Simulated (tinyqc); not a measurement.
# Permittivity of the insulator from five potentials

Problem. A node lies on a semiconductor-insulator interface. Steps: hs = tb/1 down into the semiconductor, ho = tox/1 up into the insulator, hy = L/4 sideways. The flux balance of its box reads eox (hy/ho)(above - node) + eps_r (hy/hs)(below - node) + [(eps_r hs + eox ho)/(2 hy)](left + right - 2 node) - q Na (hs/2) hy/eps0 = 0. Find eox.

Values chosen for this exercise; semiconductor permittivity close to that of silicon: relative permittivity of the semiconductor eps_r = 11.6; body thickness tb = 4 nm; insulator thickness tox = 6.8 nm; channel length L = 38 nm; acceptor density of the depleted body Na = 0 cm^-3.

Constants: q = 1.602176634e-19 C, eps0 = 8.8541878128e-14 F/cm where lengths are in cm. Results are converted to the units shown.

psi (V): node 0.35431356, above 0.14, below 0.39732913, left 0.21178154, right 1.05

Solution. The balance is linear in eox.

eox = 25.00

Program tinyqc, `OMP_NUM_THREADS=1 python tinyqc.py 2480014 2480015 out.jsonl`; Intel Xeon 2.30GHz, shared host, one thread, about 0.09 s.
